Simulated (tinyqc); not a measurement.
Tail length against growth temperature: equilibrium and kinetic segregation of a solute to boundaries and growing surfaces. Computed by tinyqc, a small Python program. Command: `OMP_NUM_THREADS=1 python tinyqc.py 3014954 3014955 out.jsonl segreg walk`. One thread of a shared host (Intel(R) Xeon(R) Processor @ 2.30GHz), about 0.01 s of CPU time with the checks.

Inputs (values chosen for the exercise, for a model alloy): exchange barrier E_b = 1.63 eV; surface segregation energy E_s = 0.22 eV; growth rate = 0.06 monolayers/s.

Constants: k_B = 8.617333262e-05 eV/K.

Method. Two-state exchange during growth, dilute: jump up r_u = nu exp(-E_b/(k_B T_g)), jump back r_d = r_u exp(-E_s/(k_B T_g)), nu = 1e13 1/s. In the time 1/R of one monolayer the share carried up is p = [r_u/(r_u + r_d)] [1 - exp(-(r_u + r_d)/R)]; the tail decays as p^n, length -1/ln p monolayers; the equilibrium limit has p = r_u/(r_u + r_d).

Exchange model:

| T_g (K) | r_u/R | p | length (monolayers) | equilibrium limit |
|---|---|---|---|---|
| 497 | 4.9317e-03 | 0.00492 | 1.8816e-01 | 170.67 |
| 531 | 5.6408e-02 | 0.05483 | 3.4442e-01 | 122.97 |
| 560 | 3.5686e-01 | 0.29960 | 8.2967e-01 | 95.98 |
| 589 | 1.8826e+00 | 0.84050 | 5.7550e+00 | 76.78 |
| 612 | 6.2938e+00 | 0.98315 | 5.8863e+01 | 65.32 |
| 635 | 1.9279e+01 | 0.98237 | 5.6225e+01 | 56.23 |
| 670 | 9.1389e+01 | 0.97834 | 4.5668e+01 | 45.67 |
| 722 | 6.9816e+02 | 0.97169 | 3.4827e+01 | 34.83 |
| 809 | 1.1683e+04 | 0.95913 | 2.3967e+01 | 23.97 |

What follows from these numbers?

The length peaks among these rows at 612 K with 58.9 monolayers. Below, exchange freezes (r_u/R = 0.0049 in the first row); above, the length follows the equilibrium limit, about exp(E_s/(k_B T)), down to 24.0.

Extremes, crossings and ranges named in words are read from the listed rows.
